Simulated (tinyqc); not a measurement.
Changing the level that defines the junction C_B: sputter depth profiling of a dopant layer: erosion rate, quantification and the mixing-roughness response. Computed by tinyqc, a small Python program. Command: `OMP_NUM_THREADS=1 python tinyqc.py 3022320 3022321 out.jsonl sims sweep`. One thread of a shared host (Intel(R) Xeon(R) Processor @ 2.30GHz), about 0.1 s of CPU time with the checks.

A rastered ion beam erodes silicon (49.94 atoms per nm^3). The measured profile is the true one convolved with a depth response.

Inputs (values chosen for the exercise, modelled on a dopant in silicon under an oxygen or caesium beam): beam energy E = 0.9 keV; beam current = 120 nA; raster side = 300 um; sputter yield at 1 keV = 1.4; mixing length at 1 keV = 1.4 nm; roughness sigma = 0.6 nm; depth of the top edge z0 = 52 nm; box width b = 2.1 nm; box concentration C = 1.6e+18 1/cm^3; relative sensitivity factor RSF = 9.5e+21 1/cm^3; matrix count rate = 500000 1/s; background count rate = 1.4 1/s; counting time per point = 0.5 s.

True profile: box.

Constants: e = 1.602176634e-19 C.

Method:
- Scaling chosen for the exercise: yield Y = Y1 E^0.5, mixing length w = w1 E^0.5 (E in keV).
- Erosion rate = Y I/(e x raster^2 x density); depth step = rate x counting time; concentration = RSF x counts/matrix counts; detection limit = RSF x 3 sqrt(background x time)/(matrix rate x time).
- Mixing alone turns a layer at z0 into (1/w) exp(-(z - z0 + w)/w) for z > z0 - w; roughness adds a Gaussian of width sigma. With x = z - z0 + w: g(x) = (1/(2w)) exp(sigma^2/(2 w^2) - x/w) erfc((sigma/w - x/sigma)/sqrt2), and its integral G(x) = (1/2) erfc(-x/(sigma sqrt2)) - w g(x). Measured: C [G(x) - G(x - b)].
- Find the maximum, the full width at half maximum and the deep point where the profile falls to C_B; far down, the trailing edge decays by w ln(10) per decade.

One run for each value:
```
level that defines the junction C_B (1/cm^3)  apparent junction depth (nm)
1.00e+15                                                            62.400
3.00e+15                                                            60.941
1.00e+16                                                            59.342
3.00e+16                                                            57.883
1.00e+17                                                            56.284
```

What does the table show, and why?

Over the rows, apparent junction depth (nm) falls from 62.4 to 56.3 (exponent d ln y / d ln x -0.022 between the first rows and -0.023 between the last). Each decade down in C_B adds w ln(10) = 3.06 nm in the exponential tail. Left out: 3.00e17, 1.00e18 (the peak is near the junction level, or the box is flat-topped). Left out: 3.00e18, 1.00e19 (no root in the searched range).

Caution (rows 1.00e15, 3.00e15, 1.00e16, 3.00e16): C_B lies below the detection limit, so this point could not be measured.

Extremes, crossings and ranges named in words are read from the listed rows.
